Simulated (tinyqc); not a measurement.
One-sided p+-n junction, ionisation integral and breakdown: one step of the calculation.

A p+ layer at x < 0 and an n drift layer from x = 0. Depletion approximation, built-in voltage neglected. Local ionisation coefficients alpha_n = an exp(-(bn/E)^mx), alpha_p = ap exp(-(bp/E)^mx). Electrons move towards +x, holes towards x = 0.

Task. Field and ionisation coefficients on a grid. W = sqrt(2 eps0 eps_r V/(q N)), peak field E0 = q N W/(eps0 eps_r), falling linearly to 0 at W. Grid: 10 equal steps from 0 to fr W.

Parameters, values chosen for the exercise; material values close to those of 4H silicon carbide:
- eps_r = 9.79 (relative permittivity)
- an = 1.73e8 1/cm (prefactor of the electron ionisation coefficient)
- bn = 3.14e7 V/cm (field constant for electrons)
- ap = 3.58e8 1/cm (prefactor of the hole ionisation coefficient)
- bp = 2.41e7 V/cm (field constant for holes)
- mx = 1 (exponent)
- N = 1.1e16 cm^-3 (donor density of the drift layer)
- V = 1400 V (reverse voltage)
- fr = 0.6 (share of the depleted width that the grid covers)

Constants: q = 1.602176634e-19 C, eps0 = 8.8541878128e-14 F/cm where lengths are in cm. Results are converted to the units shown.

Wanted: W; x; E; alpha_n; alpha_p.

Result.

W = 11.735 um

```
point  x (um)  E (kV/cm)  alpha_n (1/cm)  alpha_p (1/cm)
0      0.0000     2386.0          333.13           14696
1      0.7041     2242.8          143.81          7712.5
2      1.4082     2099.7          55.365          3706.9
3      2.1123     1956.5          18.536          1600.5
4      2.8165     1813.3          5.2208          605.24
5      3.5206     1670.2          1.1834          193.73
6      4.2247     1527.0         0.20309          50.083
7      4.9288     1383.9        0.024202          9.7866
8      5.6329     1240.7       0.0017653          1.3120
9      6.3370     1097.5       6.5042e-5         0.10414
10     7.0412     954.39       8.9015e-7       0.0038652
```

Computed by the program tinyqc: `OMP_NUM_THREADS=1 python tinyqc.py 2120139 2120140 out.jsonl`, one thread of a shared Intel Xeon 2.30GHz, about 0.07 s for the whole run.
